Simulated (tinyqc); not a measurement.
What each parameter does: nanosheet or nanowire with hard walls, valleys of the Si type.

Six ellipsoidal valleys along the cube axes: inverse mass tensor w = 1/mt + (1/ml - 1/mt) a a^T with a the unit axis. Device axes: x along the channel, z = [001], y = z x x.

Hard walls around a W x H rectangle. The block w_c of w in (y, z) confines; the transport mass follows from 1/m_x = w_xx - w_xc w_c^-1 w_cx. The cross-section problem c (w_yy ky^2 + 2 w_yz ky kz + w_zz kz^2), c = hbar^2/2m0, is solved in products sin(n pi y/W) sin(l pi z/H), n, l = 1 to 12; if w_yz = 0 the levels are c pi^2 (w_yy n^2/W^2 + w_zz l^2/H^2). The w_yz term couples (n, l) to (n', l') by -2 c w_yz D_nn'(W) D_ll'(H) with D_nm(L) = 4 n m/(L (n^2 - m^2)) for n + m odd and 0 otherwise.

Without degeneracy the line density is N1 exp((EF - Ec)/kB T) with N1 = sum 2 g sqrt(m_x kB T/(4 pi c)) exp(-E/kB T), here over n, l up to 80 where w_yz = 0 and over all levels of a 12 x 12 sine basis otherwise; the classical value is W H Nc with Nc = 2 g_all (m_dos kB T/(4 pi c))^(3/2), m_dos = (ml mt^2)^(1/3); dVt = kB T ln(W H Nc/N1).

Constants: hbar^2/2m0 = 3.80998211 eV angstrom^2; kB = 8.617333262e-05 eV/K.

Parameters, chosen for this exercise (near those of Si; not measured data):

| symbol | value | unit | meaning |
|---|---|---|---|
| ml | 0.916 | m0 | longitudinal mass |
| mt | 0.19 | m0 | transverse mass |
| T | 77 | K | temperature |
| g_all | 6 |  | number of valleys |
| channel | 100 |  | transport direction x on a (001) wafer |
| W | 105 | angstrom | width, along y |
| H | 52 | angstrom | height, along z = [001] |

E1 and E2 are the two lowest subband edges over all groups.

Results for these values:

| case | E1 (eV) | E2 - E1 (meV) | m_x of lowest (m0) | dVt (mV) |
|---|---|---|---|---|
| base | 0.0331 | 43.8 | 0.190 | 32.7 |

What happens to each result for H = 46 angstrom, all else kept?

Answer: E1 rises from 0.0331 to 0.0374; E2 - E1 rises from 43.8 to 53.9; m_x of lowest does not change at the printed digits; dVt rises from 32.7 to 36.2.

The same for each parameter in turn:

| case | E1 (eV) | E2 - E1 (meV) | m_x of lowest (m0) | dVt (mV) |
|---|---|---|---|---|
| base | 0.0331 | 43.8 | 0.190 | 32.7 |
| W = 95 angstrom | 0.0371 | 40.6 | 0.190 | 36.1 |
| H = 46 angstrom | 0.0374 | 53.9 | 0.190 | 36.2 |
| T = 127 K | 0.0331 | 43.8 | 0.190 | 37.4 |
| ml = 1.008 m0 | 0.0317 | 41.4 | 0.190 | 31.7 |
| mt = 0.209 m0 | 0.0315 | 38.8 | 0.209 | 31.4 |

tinyqc: `OMP_NUM_THREADS=1 python tinyqc.py 1282288 1282289 out.jsonl`; about 0.02 s, one thread, shared Intel(R) Xeon(R) Processor @ 2.30GHz.
